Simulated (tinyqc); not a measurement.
Field dependence: Hall factor, magnetoresistance and optical conductivity for a power-law relaxation time. Computed by tinyqc, a small Python program. Command: `OMP_NUM_THREADS=1 python tinyqc.py 3024836 3024837 out.jsonl magneto walk`. One thread of a shared host (Intel(R) Xeon(R) Processor @ 2.30GHz), about 0.01 s of CPU time with the checks.

One spherical parabolic band, tau(E) = tau_0 x^s with x = E/(k_B T). Landau quantisation is left out.

Inputs (values chosen for the exercise, with a mass close to that of electrons in GaN):
```
quantity                 value  unit
effective mass m          0.19   m_0
exponent s                 1.5     -
tau_0                      100    fs
reduced Fermi level eta  0.011     -
temperature T              400     K
```

Constants: m_0 = 9.1093837015e-31 kg; k_B = 1.380649e-23 J/K; hbar = 1.054571817e-34 J s; e = 1.602176634e-19 C.

Method:
- <y> = int y x^(3/2) f (1 - f) dx / int x^(3/2) f (1 - f) dx, f = 1/(1 + exp(x - eta)).
- Integrals over x = E/(k_B T) use 160 Gauss-Legendre points in u = sqrt(x) from 0 to sqrt(max(eta, 0) + 45).
- n = (2 m k_B T)^(3/2)/(3 pi^2 hbar^3) int x^(3/2) f (1 - f) dx; moments in units of tau_0.
- mu = e <tau>/m; weak field r_H = <tau^2>/<tau>^2 and MR = c (mu B)^2, c = <tau^3>/<tau>^3 - r_H^2; strong field r_H = 1 and MR = <tau> <1/tau> - 1.
- With w_c = e B/m: sigma_xx = (n e^2/m) <tau/(1 + w_c^2 tau^2)>, sigma_xy = (n e^2/m) <w_c tau^2/(1 + w_c^2 tau^2)>; r_H = (n e/B) sigma_xy/(sigma_xx^2 + sigma_xy^2); MR = sigma_0 sigma_xx/(sigma_xx^2 + sigma_xy^2) - 1, sigma_0 = n e^2 <tau>/m.

drift mobility mu = 4929.55 cm^2/(V s)

saturation MR = 160.938 %

Against the field:
```
B (T)        mu B     r_H      MR (%)
0.061  3.0070e-02  1.7427  1.3957e-01
0.2    9.8591e-02  1.7016  1.3028e+00
0.61   3.0070e-01  1.5527  7.1583e+00
1.2    5.9155e-01  1.4145  1.5517e+01
2      9.8591e-01  1.3102  2.4831e+01
4.1    2.0211e+00  1.1871  4.2111e+01
8.1    3.9929e+00  1.1048  6.1916e+01
20     9.8591e+00  1.0420  8.9744e+01
81     3.9929e+01  1.0076  1.2528e+02
```

What follows from these numbers?

r_H falls from 1.743 to 1.008, so a strong-field measurement gives n directly; half of the fall is done between 0.592 and 0.986 in mu B. MR starts as B^1.88 and reaches 78 % of its saturation value in the last row. It arises only because carriers of different energy have different Hall angles, which one Hall field cannot cancel. Above 57 T hbar w_c exceeds k_B T and mu B exceeds 1, and Landau quantisation replaces this picture.

Extremes, crossings and ranges named in words are read from the listed rows.
